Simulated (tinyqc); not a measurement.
Charge needed for a dipole step.

Two sheets of opposite charge dd apart with permittivity ei give the step D = q N dd/(eps0 ei).

Parameters, values chosen for the exercise: relative permittivity inside the dipole layer ei = 3.2; thickness of the dipole layer dd = 0.23 nm.

Constants: q = 1.602176634e-19 C, eps0 = 8.8541878128e-14 F/cm where lengths are in cm. Results are converted to the units shown.

Results:

| N (cm^-2) | D (V) | field (MV/cm) | moment (debye/nm^2, 1 D = 3.33564e-30 C m) |
|---|---|---|---|
| 1e12 | 0.013006 | 0.56547 | 0.11047 |
| 2.7e12 | 0.035116 | 1.5268 | 0.29828 |
| 1.7e13 | 0.22110 | 9.6130 | 1.8781 |
| 4.5e13 | 0.58526 | 25.446 | 4.9713 |
| 1.1e14 | 1.4306 | 62.202 | 12.152 |
| 2.9e14 | 3.7717 | 163.99 | 32.037 |

Estimate the missing row, N = 6.8e12 cm^-2.

Computed row:

| N (cm^-2) | D (V) | field (MV/cm) | moment (debye/nm^2, 1 D = 3.33564e-30 C m) |
|---|---|---|---|
| 6.8e12 | 0.088440 | 3.8452 | 0.75122 |

With this row back in the table: D is proportional to N, 0.1 V for 7.69e12 cm^-2. The same sheet as an uncompensated charge under 1 nm of a dielectric of permittivity 3.9 would shift the flat band by 0.357 V, and that shift would grow with thickness, which a dipole step does not. For N = 4.5e13, 1.1e14, 2.9e14 the field exceeds 20 MV/cm; it acts over one bond length, where the sheet picture is only a bookkeeping device.

Numbers from tinyqc (`OMP_NUM_THREADS=1 python tinyqc.py 2410166 2410167 out.jsonl`; about 0.01 s on one thread of a shared Intel Xeon 2.30GHz).
